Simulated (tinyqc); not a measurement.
## Quantum-well laser, gain and threshold: effect of the front reflectance

One electron and one heavy-hole subband per well, parabolic, with equal sheet densities n of electrons and holes; k-conserving transitions, TE polarisation, no line broadening, so the gain starts as a step at E0 and peaks there. All wells are pumped alike.

Nc = me kB T/(pi hbar^2), Nv = mh kB T/(pi hbar^2), mr = me mh/(me + mh) in m0, g0(E) = q^2 Ep mr/(4 nr eps0 c hbar E Lw) (squared momentum element m0 Ep/4, joint density of states mr/(pi hbar^2 Lw) for both spins). Peak gain g(n) = g0(E0)[1 - exp(-n/Nc) - exp(-n/Nv)]. Mirror loss am = ln(1/(R1 R2))/(2 Lc); threshold gain gth = (ai + am)/(Nw Gw). nth solves g(n) = gth and ntr solves g(n) = 0. Jth = q Nw (A n + B n^2 + C n^3)/eta at n = nth, Ith = Jth Wd Lc; differential efficiency of both facets eta am/(ai + am).

Parameters, values chosen for the exercise; well values close to those of gallium arsenide:
```
symbol,value,unit,meaning
T,293,K,temperature
E0,1.44,eV,lowest transition energy
me,0.0686,m0,in-plane electron mass
mh,0.329,m0,in-plane hole mass
Ep,25.8,eV,Kane energy
nr,3.43,,refractive index
Lw,8,nm,well width
Nw,1,,number of wells
Gw,0.025,,optical confinement per well
ai,4,1/cm,internal loss
Lc,300,um,cavity length
R2,0.95,,back reflectance
A,5.9e7,1/s,defect recombination coefficient
B,0.00023,cm^2/s,radiative coefficient per well
C,3.9e-18,cm^4/s,Auger coefficient per well
eta,0.83,,injection efficiency
Wd,5,um,stripe width
```

Constants: q = 1.602176634e-19 C, kB = 1.380649e-23 J/K, eps0 = 8.8541878128e-12 F/m, hbar = 1.054571817e-34 J s, m0 = 9.1093837015e-31 kg, c = 299792458 m/s. Results are converted to the units shown.

The same in every row: ntr (cm^-2) = 1.0012e12.

Results:
```
R1	gth (1/cm)	nth (cm^-2)	Jth (A/cm^2)	Ith (mA)	differential efficiency
0.01	3264.3	2.0372e12	213.82	3.2072	0.78932
0.03	2531.9	1.7198e12	154.74	2.3211	0.77755
0.05	2191.4	1.5942e12	134.03	2.0105	0.76940
0.1	1729.3	1.4414e12	110.91	1.6637	0.75320
0.2	1267.2	1.3059e12	92.263	1.3839	0.72520
0.5	656.29	1.1484e12	72.767	1.0915	0.62765
0.8	342.96	1.0756e12	64.546	0.96819	0.44278
```

Estimate the missing row, R1 = 0.32.

Computed row:
```
R1	gth (1/cm)	nth (cm^-2)	Jth (A/cm^2)	Ith (mA)	differential efficiency
0.32	953.82	1.2223e12	81.628	1.2244	0.69077
```

With this row back in the table: As R1 goes from 0.01 to 0.8, gth falls from 3260 to 343 1/cm, Jth falls from 214 to 64.5 A/cm^2 and Ith falls from 3.21 to 0.968 mA.

Range of the model: The second hole subband, left out here, lies within about 2 Vt of the first in a well this wide.

tinyqc, about 0.02 s, one thread, Intel Xeon 2.30GHz (shared host): `OMP_NUM_THREADS=1 python tinyqc.py 2840109 2840110 out.jsonl`
